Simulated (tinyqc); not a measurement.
Two-step dopant diffusion (predeposition and drive-in) with a constant diffusivity. Changing the predeposition time t1. Computed by tinyqc, a small Python program. Command: `OMP_NUM_THREADS=1 python tinyqc.py 3014762 3014763 out.jsonl dopdiff sweep`. One thread of a shared host (Intel(R) Xeon(R) Processor @ 2.30GHz), about 0.08 s of CPU time with the checks.

Fick diffusion into a half space x > 0 whose background doping C_B is of the opposite type, so that a junction lies where C = C_B.

Inputs (values chosen for the exercise, modelled on gallium in silicon):

| quantity | value | unit |
|---|---|---|
| prefactor D0 | 0.322 | cm^2/s |
| activation energy E | 3.42 | eV |
| surface concentration C_s | 2e+18 | 1/cm^3 |
| background doping C_B | 2.4e+14 | 1/cm^3 |
| predeposition temperature T1 | 1025 | C |
| drive-in temperature T2 | 1150 | C |
| drive-in time t2 | 30 | min |
| mean mobility in the layer mu | 240 | cm^2/(V s) |
| ramp rate | 2 | C/min |
| stand-by temperature | 700 | C |

Furnace ramps of the drive-in: linear ramps.

Constants: k_B = 8.617333262e-05 eV/K; e = 1.602176634e-19 C.

Method:
- D = D0 exp(-E/(k_B T)).
- Temperatures in kelvin are T(C) + 273.15.
- Times in seconds are 60 times the minutes.
- One ramp between the stand-by temperature and T2 adds int D dT / rate (40-point Gauss-Legendre); the usual estimate counts it as an extra time k_B T2^2/(E rate) at T2. (Dt)2 = D2 t2 + two ramps, times in seconds.
- C = C_s erfc(x/(2 sqrt(D1 t1))); dose Q = 2 C_s sqrt(D1 t1/pi); the junction solves erfc(z) = C_B/C_s with x_j = 2 z sqrt(D1 t1).
- With a sealed surface and a thin source, C = Q/sqrt(pi (Dt)2) exp(-x^2/(4 (Dt)2)); x_j = 2 sqrt((Dt)2 ln(C(0)/C_B)); gradient at the junction |dC/dx| = C_B x_j/(2 (Dt)2).
- Net dose Q_net = Q erf(x_j/(2 sqrt((Dt)2))) - C_B x_j; R_s = 1/(e mu Q_net), with every dopant ionised and one mobility.
- Exact two-step profile: C = (2 C_s/pi) int_0^alpha exp(-beta (1 + u^2))/(1 + u^2) du with alpha = sqrt(D1 t1/(Dt)2), beta = x^2/(4 (D1 t1 + (Dt)2)).
- The integral takes 48 Gauss-Legendre points; solve C(x) = C_B.

One run for each value:

| predeposition time t1 (min) | dose Q (1/cm^2) | sheet resistance R_s (Gaussian) (ohm/square) | junction depth x_j (um) | exact junction depth (um) |
|---|---|---|---|---|
| 2.0 | 3.223e+12 | 8173 | 1.585 | 1.586 |
| 4.0 | 4.559e+12 | 5759 | 1.635 | 1.637 |
| 7.9 | 6.406e+12 | 4087 | 1.683 | 1.686 |
| 16.0 | 9.117e+12 | 2866 | 1.731 | 1.738 |
| 31.0 | 1.269e+13 | 2057 | 1.775 | 1.790 |
| 61.0 | 1.780e+13 | 1465 | 1.819 | 1.849 |
| 120.0 | 2.497e+13 | 1044 | 1.861 | 1.923 |
| 240.0 | 3.531e+13 | 738 | 1.904 | 2.032 |

Describe and explain the trends.

Over the rows, dose Q (1/cm^2) rises from 3.22e12 to 3.53e13 (exponent d ln y / d ln x about 0.50 throughout); sheet resistance R_s (Gaussian) (ohm/square) falls from 8170 to 738 (exponent d ln y / d ln x about -0.50 throughout); junction depth x_j (um) rises from 1.59 to 1.90 (exponent d ln y / d ln x 0.045 between the first rows and 0.033 between the last). The exponent of dose Q stays at 0.50: a constant source admits a dose that grows as sqrt(D t). The exponent of sheet resistance R_s (Gaussian) stays at -0.50: R_s is inverse to the dose. The Gaussian junction falls short of the exact one by 0.053 % in the first row and 6.3 % in the last, as the source thickens.

Caution (rows 120, 240): the drive-in budget is under fifteen times D1 t1, so the source is not thin and the Gaussian junction is too shallow.
